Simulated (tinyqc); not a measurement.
X-ray photoelectron analysis of a thin oxide on a semiconductor: attenuation lengths, thickness, angle series and band offsets: one step, computed by the program tinyqc.

The same element is seen in the oxide and in the substrate, at nearly the same kinetic energy; films are flat and uniform, and the work function is ignored.

Problem. Band offsets by core levels. Valence band offset = (E_core - E_v)(substrate) - (E_core - E_v)(oxide) + (core level separation at the interface, oxide less substrate). The separation is made here from the given offset; a uniform field F that raises the binding energy towards the surface shifts the oxide peak by e F <z>, <z> = d/(1 - exp(-x)) - d/x, x = d/(L_o cos theta), being the mean distance from the interface. Conduction band offset = oxide gap - substrate gap - valence band offset.

Inputs (values chosen for the exercise, modelled on SiO2 on silicon):
```
quantity                                        value   unit
oxide gap                                        8.73     eV
substrate gap                                    1.12     eV
oxide thickness d                                 1.1     nm
valence band offset used to make the data        4.66     eV
core level less valence band top, substrate     98.92     eV
core level less valence band top, thick oxide   98.62     eV
field in the oxide                             0.0054  MV/cm
```

d/(L_o cos theta) = 0.3501282

Give: separation without field; <z>; separation with field; apparent valence band offset; true conduction band offset; apparent conduction band offset.

Solution.

separation without field = 4.36 eV

<z> = 0.5820 nm

separation with field = 4.360 eV

apparent valence band offset = 4.660 eV

true conduction band offset = 2.95 eV

apparent conduction band offset = 2.950 eV

The field biases both offsets by 3.1e-4 eV, in opposite directions.
